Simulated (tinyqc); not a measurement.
# Changing the total pressure p

Model: chemical vapour deposition: Grove model, boundary layer, depletion and step coverage. Computed by tinyqc, a small Python program. Command: `OMP_NUM_THREADS=1 python tinyqc.py 3003257 3003258 out.jsonl cvd sweep`. One thread of a shared host (Intel(R) Xeon(R) Processor @ 2.30GHz), about 0.05 s of CPU time with the checks.

A precursor diffuses to the surface and reacts there at first order; each molecule that reacts adds one formula unit of film.

Inputs (values chosen for the exercise, close to those used for tungsten from its fluoride):

| quantity | value | unit |
|---|---|---|
| prefactor k0 of k_s | 300000 | cm/s |
| activation energy E | 0.744 | eV |
| temperature T | 540 | C |
| mole fraction of the precursor Y | 0.012 | - |
| gas diffusivity D0 at 273.15 K and 760 torr | 0.15 | cm^2/s |
| film density N | 6.3e+22 | formula units/cm^3 |
| precursor mass M | 298 | u |
| trench width w | 0.11 | um |
| aspect ratio of the trench | 110 | - |
| gas velocity U | 28 | cm/s |
| kinematic viscosity nu0 at 273.15 K and 760 torr | 0.8 | cm^2/s |
| susceptor length L | 33 | cm |
| channel height b | 7.1 | cm |

Reactor: horizontal, reduced pressure.

Constants: k_B = 1.380649e-23 J/K; u = 1.6605390666e-27 kg; k_B = 8.617333262e-05 eV/K.

Method:
- k_s = k0 exp(-E/(k_B T)); C_g = Y p/(k_B T), 1 torr = 133.322 Pa; D = D0 (T/273.15)^1.75 (760/p).
- Temperatures in kelvin are T(C) + 273.15.
- Mean speed c = sqrt(8 k_B T/(pi M)); reactive sticking probability beta = 4 k_s/c.
- nu = nu0 (T/273.15)^1.75 (760/p); Re = U L/nu; mean boundary layer delta = (2/3) L/sqrt(Re), at most b/2; h_g = D/delta.
- Fluxes in series: C_s = C_g/(1 + k_s/h_g); growth rate G = k_s h_g/(k_s + h_g) C_g/N; 1 cm/s = 6e8 nm/min.
- Plug flow: U b dC/dx = -k_eff C with k_eff = k_s h_g/(k_s + h_g), so C falls as exp(-k_eff x/(U b)); the used share of the precursor is 1 - C(L)/C(0).
- In a long trench of width w and depth l = aspect ratio x w: Knudsen diffusivity D_K = (2w) c/3 (hydraulic diameter 2w), combined as 1/D_e = 1/D_K + 1/D; D_e d2C/dz2 = 2 k_s C/w with D_e dC/dz = -k_s C at the floor. With m = sqrt(2 k_s/(w D_e)): C(floor)/C(top) = 1/[cosh(m l) + (k_s/(D_e m)) sinh(m l)].

One run for each value:

| total pressure p (torr) | growth rate G at the inlet (nm/min) | rate at the outlet over rate at the inlet | step coverage | gas diffusivity D (cm^2/s) |
|---|---|---|---|---|
| 1.9 | 17.8 | 0.3181 | 0.07036 | 404.8 |
| 3.6 | 32.0 | 0.3374 | 0.07031 | 213.6 |
| 6.9 | 55.7 | 0.3723 | 0.07022 | 111.5 |
| 13.0 | 89.9 | 0.4291 | 0.07006 | 59.2 |
| 26.0 | 137.7 | 0.5231 | 0.06971 | 29.6 |
| 50.0 | 184.9 | 0.6361 | 0.06908 | 15.4 |
| 96.0 | 224.9 | 0.7508 | 0.06789 | 8.0 |
| 180.0 | 258.6 | 0.8389 | 0.06577 | 4.3 |

Describe the trends.

Over the rows, growth rate G at the inlet (nm/min) rises from 17.8 to 259 (exponent d ln y / d ln x 0.92 between the first rows and 0.22 between the last); rate at the outlet over rate at the inlet rises from 0.318 to 0.839 (exponent d ln y / d ln x 0.092 between the first rows and 0.18 between the last); step coverage falls from 0.0704 to 0.0658 (exponent d ln y / d ln x -0.0010 between the first rows and -0.050 between the last).

Caution (rows 1.90, 3.60, 6.90, 13.0, 26.0, 50.0, 96.0): the boundary layer is capped at b/2, so U, L and nu no longer affect h_g. Caution (all rows): the hydraulic-diameter form of D_K is rough for a slit.
